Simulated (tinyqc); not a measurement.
Bias-temperature instability, empirical power law with universal recovery: two steps of the calculation.

Threshold-voltage shift at the end of a stress: dV = A (V/V0)^g exp[-(Ea q/kB)(1/T - 1/T0)] (t/1 s)^n. After a delay tr the permanent share pp stays and the rest falls by r = 1/(1 + B (tr/t)^be). An empirical model: its parameters are fits, not properties.

Inputs (values chosen for the exercise): reference stress voltage V0 = 2 V; reference temperature T0 = 373 K; shift after 1 s at V0 and T0 A = 19 mV; time exponent n = 0.18; voltage exponent g = 5.4; apparent activation energy of the shift Ea = 0.05 eV; permanent share pp = 0.39; recovery scale B = 1.4; recovery dispersion be = 0.14; use voltage V = 0.94 V; use temperature T = 328 K; failure criterion dc = 70 mV; delay before the measurement tr = 1 s.

Constants: q = 1.602176634e-19 C, kB = 1.380649e-23 J/K. Results are converted to the units shown.

Problem 1. Shift and lifetime at use conditions. The lifetime solves dV = dc; ten years are 3.15576e8 s.

Find: voltage factor; temperature factor; shift after ten years; lifetime; largest voltage for ten years.

Solution 1.

voltage factor = 0.01696
temperature factor = 0.8078
shift after ten years = 8.815 mV
lifetime = 9.982e5 years
largest voltage for ten years = 1.380 V

The device passes: the shift at ten years is below dc. A lifetime beyond 100 years is a far extrapolation of the power law. In time the voltage exponent is g/n = 30.0 and the activation energy Ea/n = 0.278 eV.

Problem 2. What a delayed measurement sees. At V0 and T0, measured shift = dV [pp + (1 - pp) r]; the apparent exponent is the slope of ln(shift) against ln t between the first and last point.

t, point 0 to 2 (s): [1, 10, 100]

Give: dV; share left; measured; apparent n.

Solution 2.

```
point,dV (mV),share left,measured (mV)
0,19.000,0.64417,12.239
1,28.758,0.69285,19.925
2,43.526,0.74164,32.281
```

apparent n = 0.21060

The delay hides 25.8 % of the last shift and raises the exponent from 0.18 to 0.211, since short stresses recover by a larger share.

Program tinyqc, `OMP_NUM_THREADS=1 python tinyqc.py 2070073 2070074 out.jsonl`; Intel Xeon 2.30GHz, shared host, one thread, about 0.01 s.
